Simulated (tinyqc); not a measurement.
Starting guesses with plain Roothaan steps: SCF starting guesses in the 6-31g basis, for H2, spin multiplicity 3. Computed by the program tinyqc with PySCF. 

Geometry (angstrom):

| atom | x | y | z |
|---|---|---|---|
| H | 0.0000 | 0.0000 | 0.0000 |
| H | 0.0000 | 0.0000 | 0.8700 |

lowest solution found by these runs and by PySCF with stability checks = -0.819671 hartree

UHF with one setting changed at a time; a run stops when the energy changes by less than 1e-09 hartree and the error matrix is below 1e-5. Starts: the lowest orbitals of the core Hamiltonian, of the Wolfsberg-Helmholz matrix (K = 1.75), projected atomic densities, random orbitals, and the highest orbitals of the core Hamiltonian (a deliberately bad start).

Largest element of the error matrix X^T (FDS - SDF) X:

| iteration | core | Wolfsberg-Helmholz | atomic densities | random | highest core orbitals |
|---|---|---|---|---|---|
| 1 | 8.0e-02 | 2.8e-01 | 1.9e-01 | 3.2e-01 | 6.3e-02 |
| 2 | 2.2e-02 | 8.8e-02 | 1.1e-02 | 1.6e-01 | 5.1e-02 |
| 3 | 5.8e-03 | 2.6e-02 | 3.0e-03 | 6.5e-02 | 1.4e-02 |
| 4 | 1.6e-03 | 7.7e-03 | 7.9e-04 | 2.7e-02 | 3.7e-03 |
| 5 | 4.2e-04 | 2.3e-03 | 2.1e-04 | 1.1e-02 | 1.1e-03 |
| 6 | 1.1e-04 | 6.8e-04 | 5.5e-05 | 4.8e-03 | 3.3e-04 |
| 8 | 8.1e-06 | 5.9e-05 | 3.8e-06 | 8.7e-04 | 3.0e-05 |
| 10 | - | 5.2e-06 | - | 1.6e-04 | 2.7e-06 |
| 14 | - | - | - | 5.4e-06 | - |

How each run ends:

| run | iterations | E (hartree) | state |
|---|---|---|---|
| core | 9 | -0.81967 | lowest found |
| Wolfsberg-Helmholz | 10 | -0.81967 | lowest found |
| atomic densities | 8 | -0.81967 | lowest found |
| random | 14 | -0.81967 | lowest found |
| highest core orbitals | 10 | -0.81967 | lowest found |

5 of 5 runs reach the lowest solution found, in 8 to 14 iterations (fastest: atomic densities). The first errors are 8e-02, 3e-01, 2e-01, 3e-01, 6e-02; the deliberately bad start has the smallest one, so a small first error does not mark a good start.
